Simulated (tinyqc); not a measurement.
Thin-film optics by transfer matrices: sweeps and comparisons. A value that a table varies takes the place of the one given here.

Indices N = n + i k. Snell: N0 sin(theta) = N_j sin(theta_j), with Im(N_j cos theta_j) >= 0. Admittance y_j = N_j cos theta_j for s and N_j/cos theta_j for p. Phase delta_j = 2 pi N_j cos theta_j d_j/lambda. Layer matrix [[cos delta, -i sin delta/y], [-i y sin delta, cos delta]], multiplied from the top down to M. (B, C) = M (1, y_sub); r = (y0 B - C)/(y0 B + C), R = |r|^2, T = 4 Re y0 Re y_sub/|y0 B + C|^2, absorbed in the films 1 - R - T.

Ellipsometry: rho = tan(Psi) exp(i Delta) = -conj(r_p/r_s) with the r of the admittance formula, Delta in 0 to 360 degrees, so that a bare dielectric at small angles gives Delta = 180.

Parameters, chosen for this exercise (indices near those of Si3N4, SiO2 on polySi; not measured data): lam = 633 nm (vacuum wavelength); n0 = 1 (ambient index); n = (2.047, 1.486, 3.942) (n of Si3N4, SiO2, substrate); k = (0, 0, 0.039) (k in the same order); d = (38, 181) nm (thicknesses, top first); theta = 65 degrees (angle of incidence); pol = s (polarisation).

## Swing curve: thickness of the top film

The first entry of d takes the values listed.

Stack:

| d_1 (nm) | R | T | absorbed |
|---|---|---|---|
| 38.0 | 0.7576 | 0.2424 | 0.0000 |
| 66.7 | 0.8073 | 0.1927 | 0.0000 |
| 95.5 | 0.7595 | 0.2405 | 0.0000 |
| 124.2 | 0.5160 | 0.4840 | 0.0000 |
| 153.0 | 0.0001 | 0.9999 | 0.0000 |
| 181.7 | 0.5075 | 0.4925 | 0.0000 |
| 210.4 | 0.7574 | 0.2426 | 0.0000 |
| 239.2 | 0.8073 | 0.1927 | 0.0000 |
| 267.9 | 0.7597 | 0.2403 | 0.0000 |
| 296.7 | 0.5150 | 0.4850 | 0.0000 |
| 325.4 | 0.0001 | 0.9999 | 0.0000 |
| 354.1 | 0.5069 | 0.4931 | 0.0000 |
| 382.9 | 0.7577 | 0.2423 | 0.0000 |

What does this show, and why?

R swings between 0.0001 and 0.8073 on these points. The period is lambda/(2 Re(N_1 cos theta_1)) = 172.4 nm, six rows. The film does not absorb, so the swing repeats exactly. The swing ratio (max - min)/mean is 1.41.

## Angle of incidence

Both polarisations.

Stack:

| theta (degrees) | R_s | R_p | Psi | Delta |
|---|---|---|---|---|
| 0 | 0.4217 | 0.4217 | 45.00 | 180.00 |
| 15 | 0.4478 | 0.4191 | 44.05 | 179.56 |
| 30 | 0.5184 | 0.3985 | 41.24 | 179.61 |
| 45 | 0.6143 | 0.3321 | 36.33 | 184.62 |
| 55 | 0.6837 | 0.2537 | 31.35 | 195.22 |
| 60 | 0.7198 | 0.2077 | 28.24 | 204.84 |
| 65 | 0.7576 | 0.1638 | 24.94 | 219.42 |
| 70 | 0.7979 | 0.1327 | 22.19 | 241.56 |
| 75 | 0.8417 | 0.1344 | 21.78 | 272.47 |
| 80 | 0.8899 | 0.2077 | 25.79 | 306.14 |
| 85 | 0.9428 | 0.4347 | 34.18 | 335.12 |

What can be read from the table?

R_s and R_p agree at normal incidence (0.4217). R_p is lowest at 70 degrees of those listed (0.1327), where R_s = 0.7979; the top face alone would stop reflecting p light at arctan(n/n0) = 64.0 degrees, while the layers and the substrate below set where the minimum falls. R_s rises steadily with the angle.

## Sensitivity of the reflectance

R for both polarisations. Each row changes one parameter from the base and keeps the others.

Results:

| case | R_s | R_p | T_s |
|---|---|---|---|
| base | 0.7576 | 0.1638 | 0.2424 |
| d = (43, 181) nm | 0.7747 | 0.1622 | 0.2253 |
| n = (2.088, 1.486, 3.942) | 0.7681 | 0.1702 | 0.2319 |
| k = (0, 0, 0.053) | 0.7576 | 0.1636 | 0.2424 |
| lam = 638 nm | 0.7558 | 0.1659 | 0.2442 |
| theta = 70 degrees | 0.7979 | 0.1327 | 0.2021 |

What can be read from the table?

The largest shifts from the base row, up to three for each result and ties (the steps differ in size, so this ranks the rows, not the parameters). R_s: theta +0.0403, d +0.0171, n +0.0105; unchanged at the printed digits by k. R_p: theta -0.0311, n +0.0064, lam +0.0020. T_s: theta -0.0403, d -0.0171, n -0.0105; unchanged at the printed digits by k.

Run: tinyqc, `OMP_NUM_THREADS=1 python tinyqc.py 1651103 1651104 out.jsonl`; Intel(R) Xeon(R) Processor @ 2.30GHz, one thread, shared host; about 0.01 s of CPU time with all checks.
